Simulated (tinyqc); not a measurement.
# Off-state parameters from two currents

Inverse problem. Well above V0 the off-state current of a threshold switch is I = Ith exp((V - Vth)/V0). Find V0, Ith and the slope V0 ln 10.

Values chosen for this exercise: threshold voltage Vth = 2.8 V.

I at 1.4 and 2.1 V (nA): [0.64743620, 21.440142]

Answer. ln I is linear in V.

V0 = 0.2000 V
Ith = 0.7100 uA
slope = 460.5 mV/decade

Computed by the program tinyqc: `OMP_NUM_THREADS=1 python tinyqc.py 2490012 2490013 out.jsonl`, one thread of a shared Intel Xeon 2.30GHz, about 0.01 s for the whole run.
